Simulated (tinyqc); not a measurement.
MOS structure on a p-type body with a surface-enhanced doping, non-linear Poisson equation by Newton steps: charge and capacitance against gate voltage.

One dimension, insulator interface at x = 0, acceptor density Na + N0 exp(-x/Ls), net doping C = -(acceptor density). psi is counted from the intrinsic level: n = ni exp((psi - Vb)/Vt), p = ni exp(-psi/Vt); deep in the body psi_b = -Vt ln(Na/ni). The gate acts through Cox = eps0 eox/tox and has the potential psi_G = Vg - (phiM - chi - Vt ln(Nc/ni)). Boltzmann statistics, full ionisation, classical densities, no oxide or interface charge. Acceptors in real wide-gap material are deep and only partly ionised in the neutral body.

ni = sqrt(Nc Nv) exp(-Eg/(2 Vt)), Eg in volts. The Poisson equation d/dx(eps0 eps_r dpsi/dx) = -q (p - n + C), with eps0 eps_r dpsi/dx = -Cox (psi_G - psi_0) at x = 0, is solved on a mesh of about 600 nodes or more. N_inv is the integral of n less its value deep in the body. C_LF = Cox (1 - dpsi_0/dVg) with all carriers following; C_HF is the same with the electron quasi-Fermi level shifting uniformly so that N_inv stays fixed. The centroid is that of the same excess.

Parameters, values chosen for the exercise; band and dielectric values close to those of 4H silicon carbide:
- T = 250 K (temperature)
- Eg = 3.3 eV (band gap)
- eps_r = 9.69 (relative permittivity)
- Nc = 1.31e19 cm^-3 (conduction-band density of states at T)
- Nv = 1.92e19 cm^-3 (valence-band density of states at T)
- chi = 3.55 eV (electron affinity)
- Na = 6.4e16 cm^-3 (acceptor density deep in the body)
- eox = 3.9 (relative permittivity of the gate insulator (close to silicon dioxide))
- tox = 6.3 nm (insulator thickness)
- phiM = 3.62 eV (gate work function)
- Vb = 1.2 V (electron quasi-Fermi potential against the body)
- N0 = 2.4e17 cm^-3 (extra acceptor density at the surface)
- Ls = 88 nm (decay length)

Constants: q = 1.602176634e-19 C, kB = 1.380649e-23 J/K, Vt = kB T/q, eps0 = 8.8541878128e-14 F/cm where lengths are in cm. Results are converted to the units shown.

Charge and capacitance against gate voltage:
```
Vg (V)  psi_0 - psi_b (V)  N_inv (cm^-2)  C_LF/Cox  C_HF/Cox  centroid (nm)
1.85                 4.08         5.29e5    0.0795    0.0795          0.388
2.04                 4.26         1.72e9    0.0968    0.0774          0.381
2.23                 4.36        2.51e11     0.770    0.0761          0.370
2.42                 4.39        8.02e11     0.907    0.0759          0.354
2.61                 4.40        1.40e12     0.941    0.0758          0.339
2.8                  4.41        2.02e12     0.956    0.0757          0.325
2.99                 4.42        2.64e12     0.965    0.0757          0.312
```

N_inv goes from 5.29e5 to 2.64e12 cm^-2 and passes 2e11 cm^-2 at Vg = 2.21 V. Below threshold it takes 54.1 mV a decade between Vg = 1.85 and 2.04 V, against Vt ln 10 = 49.6 mV. C_LF/Cox is lowest, 0.0795, at Vg = 1.85 V among the rows listed and ends at 0.965, while C_HF/Cox ends at 0.0757. Between the last two rows q dN_inv/dVg is 0.959 Cox. Where the classical centroid is under about 2 nm, confinement would move the charge away from the interface and raise the threshold. Above about 2e12 cm^-2 degeneracy matters too.

tinyqc, about 0.7 s, one thread, Intel Xeon 2.30GHz (shared host): `OMP_NUM_THREADS=1 python tinyqc.py 2080065 2080066 out.jsonl`
